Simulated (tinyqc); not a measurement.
On-chip interconnect, size-dependent resistivity and RC delay: delay against the aspect ratio.

A rectangular line between two neighbours and two ground planes. Surface and grain-boundary scattering are added to the bulk resistivity as corrections; capacitances are parallel-plate values without fringing; inductance is ignored.

Metal width x = wd - 2 tl, height y = AR wd - tl; grain boundaries (Mayadas-Shatzkes): al = (lam/(gr x)) Rg/(1 - Rg), g = 1/[1 - 3 al/2 + 3 al^2 - 3 al^3 ln(1 + 1/al)] - 1; surfaces (Fuchs-Sondheimer, thick limit): s = (3/8) lam (1 - ps)(1/x + 1/y); rho = rho0 (1 + g + s); r = rho/(x y); c = eps0 ek (2 wd/hd + 2 Mf AR wd/sp). Elmore delay tE = Rd (c Lw + Cl) + r Lw (c Lw/2 + Cl); t50 is the time at which the far end of a ladder of 30 pi sections (half capacitances at both ends, Cl at the far end, a step applied through Rd) reaches half the step; line share r Lw/(Rd + r Lw); estimate 0.69 Rd (c Lw + Cl) + 0.38 r c Lw^2 + 0.69 r Lw Cl.

Parameters, values chosen for the exercise; metal values close to those of copper:
```
symbol,value,unit,meaning
rho0,1.72,uohm cm,bulk resistivity
lam,40.6,nm,bulk mean free path
ps,0,,specular share of surface scattering
Rg,0.45,,reflection coefficient of grain boundaries
gr,1,,grain size over the metal width
wd,9.8,nm,drawn line width
tl,1.9,nm,"liner on both walls and the bottom, not conducting"
sp,9.8,nm,space to the neighbouring lines
hd,22,nm,dielectric height to the planes above and below
ek,4.2,,relative permittivity of the dielectric
Mf,1,,Miller factor of the neighbours
Lw,82,um,line length
Rd,14000,ohm,driver resistance
Cl,0.052,fF,load capacitance
```

Constants: eps0 = 8.8541878128e-12 F/m. Results are converted to the units shown.

Results:
```
AR   rho (uohm cm)  r (ohm/um)  c (fF/um)  tE (ps)  t50 (ps)  estimate (ps)  line share of the resistance (%)
0.8          23.29        6536    0.09263     2170      1644           1640                             97.45
1.2          21.54        3641     0.1224     1655      1253           1247                             95.52
1.6          20.79        2514     0.1521     1472      1114           1106                             93.64
2            20.37        1918     0.1819     1390      1051           1041                             91.82
2.4          20.10        1549     0.2116     1353      1022           1010                             90.07
3.2          19.77        1119     0.2711     1337      1007          993.6                             86.76
3.6          19.67       982.1     0.3009     1344      1012          996.8                             85.19
4            19.59       875.2     0.3306     1357      1020           1004                             83.68
```

Estimate the missing row, AR = 2.8.

Computed row:
```
AR   rho (uohm cm)  r (ohm/um)  c (fF/um)  tE (ps)  t50 (ps)  estimate (ps)  line share of the resistance (%)
2.8          19.91        1299     0.2414     1338      1009          996.9                             88.39
```

With this row back in the table: As AR goes from 0.8 to 4, r falls from 6540 to 875 ohm/um, c rises from 0.0926 to 0.331 fF/um and t50 goes from 1640 through a minimum of 1010 (at AR = 3.2 among the rows listed) to 1020 ps. t50/tE lies between 0.752 and 0.757, and the estimate is within 1.6 % of t50. A taller line lowers r but raises the coupling to its neighbours, which gives the minimum.

Range of the model: The metal width is under the mean free path, where the thick-limit surface term and the simple sum of corrections lose accuracy.

Program tinyqc, `OMP_NUM_THREADS=1 python tinyqc.py 2100151 2100152 out.jsonl`; Intel Xeon 2.30GHz, shared host, one thread, about 0.01 s.
